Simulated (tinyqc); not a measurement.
Holstein polaron on two sites. Convergence with the phonon basis. Computed by tinyqc, a small Python program. Command: `OMP_NUM_THREADS=1 python tinyqc.py 3001310 3001311 out.jsonl holstein sweep`. One thread of a shared host (Intel(R) Xeon(R) Processor @ 2.30GHz), about 0.03 s of CPU time with the checks.

One electron on sites 1 and 2: H = -t (c1+ c2 + c2+ c1) + hbar omega sum_i b_i+ b_i - g hbar omega sum_i n_i (b_i + b_i+). The symmetric phonon shifts the energy by -g^2 hbar omega/2 and drops out; with b = (b_1 - b_2)/sqrt(2) there remains H = -t sigma_x + hbar omega b+ b - (g hbar omega/sqrt(2)) sigma_z (b + b+). Parity splits it into blocks p = +1 and -1 over phonon numbers n. Zero-point energies are left out. Weights Z refer to mode b alone; the displaced symmetric mode multiplies the full zero-phonon weight by exp(-g^2/2).

Inputs (values chosen for the exercise, for a model dimer): hopping t = 35 meV; phonon energy hbar omega = 69.5 meV; coupling g = 1.96.

Method:
- Block p: H_nn = n hbar omega - p t (-1)^n - g^2 hbar omega/2, H_(n,n+1) = -(g hbar omega/sqrt(2)) sqrt(n + 1).
- Take p = +1 and n = 0..N-1.
- Diagonalise H; the eigenvector has its largest component positive; Z is the weight of n = 0.
- Use 60 levels in both blocks; Z = c_0^2 is the weight of n = 0 in the ground state c; the splitting is the lowest odd level less the lowest even one, which without coupling is the smaller of 2t and hbar omega; <sigma_x> = sum (-1)^n c_n^2 measures the kinetic energy.

One run for each value:
```
phonon levels kept N  Z in the small basis  weight Z of n = 0 in mode b
2                                  0.79325                      0.21091
3                                  0.54792                      0.21091
4                                  0.37596                      0.21091
5                                  0.28584                      0.21091
6                                  0.24135                      0.21091
8                                  0.21428                      0.21091
10                                 0.21111                      0.21091
14                                 0.21091                      0.21091
20                                 0.21091                      0.21091
```

What does the table show, and why?

Over the rows, Z in the small basis falls from 0.793 to 0.211. Z is within 0.1 % of the converged value from N = 10 on; the basis must reach well beyond the displacement, about g^2/2 = 1.9 quanta in mode b at strong coupling. The second column uses 60 levels in every row.

Extremes, crossings and ranges named in words are read from the listed rows.
